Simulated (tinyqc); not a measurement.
## Scattering mobility, thermal velocity and mass from two apparent mobilities

Problem. 1/mu_app = 1/mu_0 + 1/mu_B with the ballistic mobility mu_B = vT L/(2 Vt) and vT = sqrt(2 kB T/(pi m)) (non-degenerate carriers); the mean free path is 2 Vt mu_0/vT. Find mu_0, vT, m and the mean free path.

Parameters, values chosen for the exercise: temperature T = 300 K.

Constants: q = 1.602176634e-19 C, kB = 1.380649e-23 J/K, m0 = 9.1093837015e-31 kg, Vt = kB T/q. Results are converted to the units shown.

apparent mobility at L = 15 and 100 nm (cm^2/(V s)): 236.82553  674.13716

Solution. 1/mu_app is linear in 1/L: the slope is 2 Vt/vT and the intercept 1/mu_0.

mu_0 = 1.00e3 cm^2/(V s)
vT = 1.07e7 cm/s
m = 0.253 m0
mean free path = 48.3 nm

tinyqc, about 0.01 s, one thread, Intel Xeon 2.30GHz (shared host): `OMP_NUM_THREADS=1 python tinyqc.py 2380001 2380002 out.jsonl`
